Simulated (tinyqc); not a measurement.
Inside a calculation. Model: single-electron transistor, orthodox theory and master equation.

tinyqc, about 0.01 s, one thread, Intel Xeon 2.30GHz (shared host): `OMP_NUM_THREADS=1 python tinyqc.py 2780046 2780047 out.jsonl` Printed values are rounded.

A metal island with n extra electrons joins the left lead (voltage V) and the right lead (0 V) by tunnel junctions and couples to a gate. Cs = CL + CR + Cg. Adding electron n + 1 costs mu(n) = [q (n + 1/2) - CL V - Cg Vg]/Cs (in volts); the Fermi levels are -V (left) and 0 (right). A jump that gains the energy W has the rate G(W) = (W/q)/(R [1 - exp(-W/Vt)]), W in volts, Vt = kB T/q. Sequential tunnelling only; I > 0 flows from left to right.

Parameters, values chosen for the exercise:
```
symbol  value  unit                            meaning
CL        3.1    aF   capacitance of the left junction
CR        2.6    aF  capacitance of the right junction
Cg        2.5    aF                   gate capacitance
RL       2500  kohm    resistance of the left junction
RR       2500  kohm   resistance of the right junction
T          29     K                        temperature
V          34    mV              bias of the left lead
Vg         48    mV                       gate voltage
n0         -2                 lowest charge state kept
n1          3                highest charge state kept
```

Constants: q = 1.602176634e-19 C, kB = 1.380649e-23 J/K, Vt = kB T/q. Results are converted to the units shown.

Range of the model: Cotunnelling, which dominates deep in the blockade, is left out.

## Charging energy and addition levels

q/Cs, the gate period q/Cg, and mu(n) for the transitions kept.

q/Cs = 19.5387 mV
q/Cg = 64.0871 mV
kB T/(q^2/Cs) = 0.127901
mu(n), n to n + 1, n -2 to 2 (mV): [-56.7959, -37.2572, -17.7184, 1.8203, 21.3590]

## Tunnelling rates

Onto the island: from the left W = -V - mu(n), from the right W = -mu(n); off the island (n + 1 to n): to the left W = mu(n) + V, to the right W = mu(n).

| n to n + 1, n | on from left (1/ns) | on from right (1/ns) | off to left (1/ns) | off to right (1/ns) |
|---|---|---|---|---|
| -2 | 56.9186 | 141.797 | 0.00621807 | 1.91145e-8 |
| -1 | 11.1642 | 93.0164 | 3.03235 | 3.11749e-5 |
| 0 | 0.0602824 | 44.2728 | 40.7089 | 0.0368919 |
| 1 | 5.32637e-5 | 4.24024 | 89.4292 | 8.78482 |
| 2 | 3.31087e-8 | 0.0103544 | 138.210 | 53.3354 |

## Probabilities and current

Steady state: p(n + 1)/p(n) = (sum of on rates)/(sum of off rates), normalised. I = q sum_n [p(n + 1) (off to left) - p(n) (on from left)].

| n | p(n) |
|---|---|
| -2 | 4.20861e-7 |
| -1 | 0.0134497 |
| 0 | 0.462080 |
| 1 | 0.502762 |
| 2 | 0.0217063 |
| 3 | 1.17338e-6 |

I = 3.78617 nA
mean n = 0.532728

Two plain resistors in series would pass 6.80 nA; this is 55.7 % of that. 4 charge states hold more than 1 % each.
